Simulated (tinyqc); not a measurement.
Inside a calculation: interface roughness in a thin film (subband fluctuation and scattering). Values are carried at full precision from step to step, so a last printed digit may differ when a step is redone from the rounded ones.

Square well of width t, barriers V0, c = hbar^2/2m0: E1 solves k t + 2 atan[(k/mz)/(kappa/mb)] = pi, k = sqrt(mz E/c), kappa = sqrt(mb (V0 - E)/c). One interface is rough, so the subband edge fluctuates by G dt with G = |dE1/dt| (central difference of 0.01 angstrom; 2 E1/t for hard walls).

Constants: hbar^2/2m0 = 3.80998211 eV angstrom^2; e^2/(4 pi eps0) = 14.39964547 eV angstrom; hbar = 6.58211957e-16 eV s.

Values chosen for the exercise (near those of a thin GaN channel; not measured data): t = 34 angstrom (film thickness); mz = 0.195 m0 (confinement mass); V0 = 1.8 eV (barrier); mb = 0.32 m0 (barrier mass); D = 1.5 angstrom (rms height of the roughness); md = 0.195 m0 (mass in the plane); gv = 1 (valleys); Lc = 40 angstrom (correlation length); Ns = 8.9 x 1e12/cm^2 (sheet density); eps = 9.4 (mean dielectric constant at the channel); Lg = 150 angstrom (gate length); Wg = 1000 angstrom (gate width).

## Sensitivity of the level to thickness

Give E1, G, the hard-wall values and the rms fluctuation G D.

E1 = 107.16 meV
G = |dE1/dt| = 5.0567 meV/angstrom

hard walls: E1 (meV) and G (meV/angstrom): 166.813  9.813

G D = 7.59 meV

Hard walls overstate G by a factor 1.94, and the scattering rate, which goes as G^2, by 3.77.

## The angular integrand

Gaussian roughness spectrum S(q) = pi D^2 Lc^2 exp(-q^2 Lc^2/4). Degenerate gas, taken to fill one subband (the second starts to fill once c kF^2/md exceeds E2 - E1, which is not tested here): kF = sqrt(2 pi Ns/gv), q = 2 kF sin(theta/2), 1/tau = (md/(2 pi c hbar)) G^2 times the integral from 0 to pi of S(q)(1 - cos theta)/eps(q)^2 dtheta, eps(q) = 1 + qs/q with screening (qs = gv md q0/(c eps), q0 = e^2/(4 pi eps0), form factors left out, which overstates the screening; other scattering is left out too, so these values lie far above measured mobilities in all but the thinnest films) or 1 without; mobility = tau c2/md with c2 = e/m0 = 1.75882e15 cm^2/(V s^2); 1e12/cm^2 = 1e-4/angstrom^2.

kF, qs, and exp(-q^2 Lc^2/4)(1 - cos theta) without and with the factor 1/eps^2 at theta = 30, 60, ..., 180 degrees.

kF = 0.07478 1/angstrom
qs = 0.0784 1/angstrom

Integrand:
```
theta,q (1/angstrom),bare,eps(q),screened
30,0.0387,0.0736,3.03,0.00804
60,0.0748,0.0534,2.05,0.0127
90,0.1058,0.0114,1.74,0.00376
120,0.1295,0.00183,1.61,0.000709
150,0.1445,0.000442,1.54,0.000186
180,0.1496,0.000260,1.52,0.000112
```

kF Lc = 2.99: the spectrum cuts off large angles, and the bare integrand is largest at 30 degrees among these rows.

## Scattering time and mobility

Integrate over theta.

Results:
```
case,integral,tau (fs),mobility (cm^2/(V s))
bare,0.07372,3790,3.419e+04
screened,0.01324,2.111e+04,1.904e+05
```

Screening raises the mobility by a factor 5.6. With it kF l = 7.01e+03, so by this rate the carriers are far from localisation. Phonons, and the gate field that presses carriers to the wall, limit real channels far below this value.

## Threshold variation

Averaged over an area A = Lg Wg much larger than Lc^2, the thickness varies by D sqrt(pi Lc^2/A), so sigma(Vt) = G D Lc sqrt(pi/A)/e; the Pelgrom coefficient is sigma sqrt(A) (1 micrometre = 1e4 angstrom).

rms of the mean thickness = 0.275 angstrom
sigma(Vt) = 1.389 mV
coefficient = 0.0538 mV micrometre

The electrostatic effect of the thickness is left out. Lc is not small against the gate, so the averaging formula overstates the variation.

## Checks

- G from the envelope at the wall, psi(t/2)^2 (E1 + c mz (kappa/mb)^2), against the difference quotient, meV/angstrom: both 5.057.
- Bare integral for Lc -> 0 against pi: both 3.1416.

Run: tinyqc, `OMP_NUM_THREADS=1 python tinyqc.py 1280717 1280718 out.jsonl`; Intel(R) Xeon(R) Processor @ 2.30GHz, one thread, shared host; about 0.01 s of CPU time with all checks.
